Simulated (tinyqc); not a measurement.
Electron-beam lithography: double-Gaussian proximity function, edge placement and dose correction for parallel lines: one step, computed by the program tinyqc. Command: `OMP_NUM_THREADS=1 python tinyqc.py 3113140 3113141 out.jsonl proximity walk`. One thread of a shared host (Intel(R) Xeon(R) Processor @ 2.30GHz), about 0.01 s of CPU time with the checks.

Lines are infinitely long. Absorbed energy is counted so that the middle of a very large area written at dose 1 receives 1; the resist develops where it exceeds 1/2.

Problem. Interaction matrix. f(r) = [exp(-r^2/alpha^2)/alpha^2 + eta exp(-r^2/beta^2)/beta^2]/(pi (1 + eta)). A line from a to b at dose d gives E(x) = d [S(alpha) + eta S(beta)]/(1 + eta), S(s) = [erf((b - x)/s) - erf((a - x)/s)]/2. M_ij is the mean of E at the two edges of line i from line j at dose 1.

Inputs (values chosen for the exercise, of the order of those for 50 keV electrons in resist on silicon): forward range alpha = 0.024 micrometre; backscatter range beta = 9 micrometre; backscatter ratio eta = 0.78.

Lines (micrometre):

| line | left edge | right edge | centre |
|---|---|---|---|
| 1 | 0.000 | 1.400 | 0.7000 |
| 2 | 2.900 | 2.987 | 2.9435 |
| 3 | 3.127 | 15.127 | 9.1270 |
| 4 | 21.027 | 21.059 | 21.0430 |

Give: M.

Solution.

M:
```
        1       2       3       4
1  0.3190  0.0022  0.1491  0.0000
2  0.0361  0.2833  0.2019  0.0000
3  0.0193  0.0014  0.4870  0.0003
4  0.0002  0.0000  0.0762  0.2651
```
